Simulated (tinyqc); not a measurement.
From wire to sheet: nanosheet or nanowire with hard walls, valleys of the Si type.

Six ellipsoidal valleys along the cube axes: inverse mass tensor w = 1/mt + (1/ml - 1/mt) a a^T with a the unit axis. Device axes: x along the channel, z = [001], y = z x x.

Hard walls around a W x H rectangle. The block w_c of w in (y, z) confines; the transport mass follows from 1/m_x = w_xx - w_xc w_c^-1 w_cx. The cross-section problem c (w_yy ky^2 + 2 w_yz ky kz + w_zz kz^2), c = hbar^2/2m0, is solved in products sin(n pi y/W) sin(l pi z/H), n, l = 1 to 12; if w_yz = 0 the levels are c pi^2 (w_yy n^2/W^2 + w_zz l^2/H^2). The w_yz term couples (n, l) to (n', l') by -2 c w_yz D_nn'(W) D_ll'(H) with D_nm(L) = 4 n m/(L (n^2 - m^2)) for n + m odd and 0 otherwise.

Without degeneracy the line density is N1 exp((EF - Ec)/kB T) with N1 = sum 2 g sqrt(m_x kB T/(4 pi c)) exp(-E/kB T), here over n, l up to 80 where w_yz = 0 and over all levels of a 12 x 12 sine basis otherwise; the classical value is W H Nc with Nc = 2 g_all (m_dos kB T/(4 pi c))^(3/2), m_dos = (ml mt^2)^(1/3); dVt = kB T ln(W H Nc/N1).

Constants: hbar^2/2m0 = 3.80998211 eV angstrom^2; kB = 8.617333262e-05 eV/K.

Inputs chosen for the exercise (near those of Si; the results hold for these values, not for the real material):
```
symbol   value                            unit      meaning
ml       0.924                            m0        longitudinal mass
mt       0.189                            m0        transverse mass
T        300                              K         temperature
g_all    6                                          number of valleys
channel  110                                        transport direction x on a (001) wafer
H        34                               angstrom  height, along z = [001]
Ws       (30, 40, 60, 90, 140, 220, 350)  angstrom  widths
```

Valleys:
```
group  valleys g     w_yy     w_zz   |w_yz|  m_x (m0)
A              2  5.29101  1.08225  0.00000   0.18900
B              4  3.18663  5.29101  0.00000   0.55650
```

Lowest level of each group (groups ordered by w_zz, then w_yy) and dVt against the width.

Results:
```
W (angstrom)  A1 (eV)  B1 (eV)  dVt (mV)
30             0.2563   0.3052     235.7
40             0.1596   0.2470     154.2
60             0.0905   0.2054      97.3
90             0.0598   0.1869      76.0
140            0.0454   0.1782      66.7
220            0.0393   0.1746      62.1
350            0.0368   0.1731      59.4
```

dVt falls from 236 to 59 mV. Group A is lowest at every width, by 49 meV in the narrowest and 136 meV in the widest. At the widest W the lowest level is 0.0368 eV; the film limit c pi^2 w_zz/H^2 of that group is 0.0352 eV.

Computed by tinyqc, a small Python program: `OMP_NUM_THREADS=1 python tinyqc.py 1280084 1280085 out.jsonl` (the numbers bound the seed that draws the inputs); one thread of a shared host (Intel(R) Xeon(R) Processor @ 2.30GHz), about 0.01 s for the whole set of steps.
